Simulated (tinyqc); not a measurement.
## p-n diode, drift-diffusion by the Gummel loop with Scharfetter-Gummel fluxes: effect of the SRH lifetime of electrons at fixed bias

Abrupt junction at x = 0, p side from -Lp, n side to Ln, ohmic contacts. psi is counted from the intrinsic level; n = ni exp((psi - phin)/Vt), p = ni exp((phip - psi)/Vt). Contacts: p side psi = V - Vt ln(Na/ni), p = Na, n = ni^2/Na; n side psi = Vt ln(Nd/ni), n = Nd, p = ni^2/Nd. Constant mobilities, D = mu Vt, Boltzmann statistics, SRH recombination through a mid-gap level, U = (n p - ni^2)/(tp (n + ni) + tn (p + ni)). Current is positive from the p contact to the n contact.

ni = sqrt(Nc Nv) exp(-Eg/(2 Vt)), Eg in volts. Poisson and both continuity equations are solved self-consistently with Scharfetter-Gummel fluxes on a graded mesh of 500 nodes. J_scr is q times the integral of U between -xp and xn. Ideal diffusion current J_id = q ni^2 [Dn coth(wp/Le)/(Le Na) + Dp coth(wn/Lh)/(Lh Nd)] (exp(V/Vt) - 1), Le = sqrt(Dn tn), Lh = sqrt(Dp tp), wp = Lp - xp, wn = Ln - xn, with xp and xn from the depletion approximation (W = sqrt(2 eps0 eps_r (Vbi - V)(1/Na + 1/Nd)/q), xp = W Nd/(Na + Nd), xn = W Na/(Na + Nd), Vbi = Vt ln(Na Nd/ni^2)). Ideality factor = 0.004 V/(Vt ln[J(V + 0.004 V)/J(V)]).

Parameters, values chosen for the exercise; band and dielectric values close to those of germanium: temperature T = 300 K; band gap Eg = 0.659 eV; relative permittivity eps_r = 16.1; conduction-band density of states at T Nc = 1.04e19 cm^-3; valence-band density of states at T Nv = 6.06e18 cm^-3; acceptor density of the p side Na = 7.2e15 cm^-3; donor density of the n side Nd = 5e16 cm^-3; electron mobility mun = 3200 cm^2/(V s); hole mobility mup = 1300 cm^2/(V s); SRH lifetime of holes tp = 3e-9 s; length of the p side Lp = 2.1 um; length of the n side Ln = 5.5 um; uniform generation rate G = 0 cm^-3 s^-1; bias of the p contact V = 0.21 V.

Constants: q = 1.602176634e-19 C, kB = 1.380649e-23 J/K, Vt = kB T/q, eps0 = 8.8541878128e-14 F/cm where lengths are in cm. Results are converted to the units shown.

Result of one run:
columns A: tn (s); B: J (A/cm^2); C: ideality factor; D: J_scr/J (%); E: J_id (A/cm^2); F: share recombining at the contacts (%); G: larger minority/doping at -xp and xn
```
A         B     C     D     E     F       G
1e-10  28.7  1.29  5.92  38.3  33.7  0.0389
```

What becomes of these results when the SRH lifetime of electrons tn is changed from 1e-10 to 1e-6 s, all else the same?

Result of the changed run:
columns A: tn (s); B: J (A/cm^2); C: ideality factor; D: J_scr/J (%); E: J_id (A/cm^2); F: share recombining at the contacts (%); G: larger minority/doping at -xp and xn
```
A        B     C       D     E     F       G
1e-6  16.9  1.05  0.0508  17.9  97.9  0.0423
```

The whole series:
columns A: tn (s); B: J (A/cm^2); C: ideality factor; D: J_scr/J (%); E: J_id (A/cm^2); F: share recombining at the contacts (%); G: larger minority/doping at -xp and xn
```
A         B     C        D     E     F       G
1e-11  38.3  1.63     5.39   116  8.35  0.0361
1e-10  28.7  1.29     5.92  38.3  33.7  0.0389
1e-9   19.6  1.08     3.88  20.4  77.5  0.0415
1e-8   17.4  1.05     1.15  18.1  94.4  0.0422
1e-7   17.0  1.05    0.264  17.9  97.1  0.0423
1e-6   16.9  1.05   0.0508  17.9  97.9  0.0423
1e-5   16.8  1.05  0.00650  17.9  99.3  0.0423
```

As tn rises from 1e-11 to 1e-5, J falls from 38.3 to 16.8 A/cm^2, the share of the depleted layer goes from 5.39 through a maximum of 5.92 (at tn = 1e-10 among the rows listed) to 0.00650 % and the share lost at the contacts rises from 8.35 to 99.3 %. The exponent d ln J/d ln tn is -0.12 between the first two rows and 0.00 between the last two. J less J_scr is 6.3 % below J_id in the last row.

Program tinyqc, `OMP_NUM_THREADS=1 python tinyqc.py 2240022 2240023 out.jsonl`; Intel Xeon 2.30GHz, shared host, one thread, about 0.2 s.
